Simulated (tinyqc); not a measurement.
Long-channel MOSFET, surface-potential model: two steps of the calculation.

n-channel transistor on a uniformly doped p-type body, gradual-channel approximation, constant mobility, Boltzmann statistics, full ionisation. Potentials are counted from the neutral body; V is the electron quasi-Fermi potential, Vsb at the source and Vsb + Vds at the drain. Charges are magnitudes per area.

Inputs (values chosen for the exercise); material values close to those of silicon:
```
symbol,value,unit,meaning
T,300,K,temperature
Vfb,-0.99,V,flat-band voltage
mu,160,cm^2/(V s),channel mobility
W,5,um,gate width
L,2,um,gate length
Vsb,0,V,source-body reverse bias
Vgs,0.98,V,gate-source voltage
Vds,0.2,V,drain-source voltage
```

Constants: q = 1.602176634e-19 C, kB = 1.380649e-23 J/K, Vt = kB T/q. Results are converted to the units shown.

Question 1. Charges and current of the charge-sheet model. psi_0 and psi_L solve Vgs + Vsb - Vfb - psi = gamma sqrt(G) at V = Vsb and Vsb + Vds. Qi = Cox gamma [sqrt(G) - sqrt(psi - Vt)], G = psi - Vt + Vt exp((psi - 2 phiF - V)/Vt), at both ends. With U = Vgs + Vsb - Vfb: drift = mu (W/L) Cox [U (psi_L - psi_0) - (psi_L^2 - psi_0^2)/2 - (2/3) gamma ((psi_L - Vt)^1.5 - (psi_0 - Vt)^1.5)]; diffusion = mu (W/L) Vt (Qi0 - QiL).

psi_0 = 1.0574690 V
psi_L = 1.2261916 V
phiF = 0.47707776 V
Cox = 1.0383548 uF/cm^2
gamma = 0.58443491 V^0.5

Wanted: Qi0; QiL; drift current; diffusion current; drain current.

Answer 1.

Qi0 = 331.16 nC/cm^2
QiL = 107.47 nC/cm^2
drift current = 14.781 uA
diffusion current = 2.3131 uA
drain current = 17.094 uA

Drift carries 86.5 % of the current.

Question 2. Inversion charge along the channel. The surface potential psi at channel potential V solves Vgs + Vsb - Vfb - psi = gamma sqrt(G), G = psi - Vt + Vt exp((psi - 2 phiF - V)/Vt). Charge sheet: Qi = Cox gamma [sqrt(G) - sqrt(psi - Vt)]. Pao-Sah: Qi = (Cox gamma/2) integral from 3 Vt to psi of exp((u - 2 phiF - V)/Vt)/sqrt(G(u, V)) du.

| point | V (V) |
|---|---|
| 0 | 0 |
| 1 | 0.025 |
| 2 | 0.05 |
| 3 | 0.075 |
| 4 | 0.1 |
| 5 | 0.125 |
| 6 | 0.15 |
| 7 | 0.175 |
| 8 | 0.2 |

phiF = 0.47707776 V
Cox = 1.0383548 uF/cm^2
gamma = 0.58443491 V^0.5

Find: psi; Qi, charge sheet; Qi, Pao-Sah.

Answer 2.

| point | psi (V) | Qi, charge sheet (nC/cm^2) | Qi, Pao-Sah (nC/cm^2) |
|---|---|---|---|
| 0 | 1.0575 | 331.16 | 334.99 |
| 1 | 1.0798 | 301.39 | 304.84 |
| 2 | 1.1018 | 271.99 | 275.06 |
| 3 | 1.1236 | 242.99 | 245.71 |
| 4 | 1.1451 | 214.48 | 216.86 |
| 5 | 1.1662 | 186.53 | 188.58 |
| 6 | 1.1869 | 159.26 | 160.99 |
| 7 | 1.2069 | 132.83 | 134.26 |
| 8 | 1.2262 | 107.47 | 108.62 |

At the source the charge-sheet charge is 1.1 % below the Pao-Sah one.

Computed by the program tinyqc: `OMP_NUM_THREADS=1 python tinyqc.py 2360045 2360046 out.jsonl`, one thread of a shared Intel Xeon 2.30GHz, about 0.04 s for the whole run.
